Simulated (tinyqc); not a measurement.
Short-channel transistor, virtual-source model with series resistance: one step of the calculation.

The current per gate width is the charge at the top of the source barrier (the virtual source) times its velocity times a saturation function; al and be are fitting constants of the model. Units: I in uA/um, Rs in ohm um, so I Rs = 1e-6 I Rs in volts; Q in uC/cm^2, so I = 1e-4 Q vx0 Fsat with vx0 in cm/s.

Task. What the series resistance costs. Intrinsic voltages Vg' = Vgs - I Rs, Vd' = Vds - 2 I Rs. n = n0 + nd Vd', VT = VT0 - dl Vd', Ff = 1/(1 + exp((Vg' - VT + al Vt/2)/(al Vt))), Q = Cinv n Vt ln(1 + exp((Vg' - VT + al Vt Ff)/(n Vt))), Vdsat = (vx0 L/mu)(1 - Ff) + Vt Ff, Fsat = u/(1 + u^be)^(1/be) with u = Vd'/Vdsat, and I = Q vx0 Fsat per width. I0 is the current for Rs = 0. Effective velocity I/Q; transit time L Q/I.

Parameters, values chosen for the exercise: temperature T = 293 K; inversion capacitance Cinv = 1.1 uF/cm^2; velocity at the virtual source vx0 = 1.01e7 cm/s; apparent mobility mu = 840 cm^2/(V s); channel length L = 32 nm; threshold at zero drain voltage VT0 = 0.36 V; drain-induced barrier lowering dl = 0.072 V/V; subthreshold factor n0 = 1.38; growth of n with drain voltage nd = 0.1 1/V; threshold shift (in units of Vt) from weak to strong inversion al = 3.5; sharpness of saturation be = 1.8; series resistance of each contact Rs = 30 ohm um; gate voltage Vgs = 1 V; drain voltage Vds = 1 V.

Constants: q = 1.602176634e-19 C, kB = 1.380649e-23 J/K, Vt = kB T/q. Results are converted to the units shown.

converged I = 760.74590 uA/um
I0 = 789.80558 uA/um

Give: loss against I0; effective velocity; transit time.

Result.

loss against I0 = 3.679 %
effective velocity = 1.008e7 cm/s
transit time = 0.3174 ps

The carriers leave the virtual source at 99.8 % of vx0: the device is in saturation.

Numbers from tinyqc (`OMP_NUM_THREADS=1 python tinyqc.py 2380078 2380079 out.jsonl`; about 0.01 s on one thread of a shared Intel Xeon 2.30GHz).
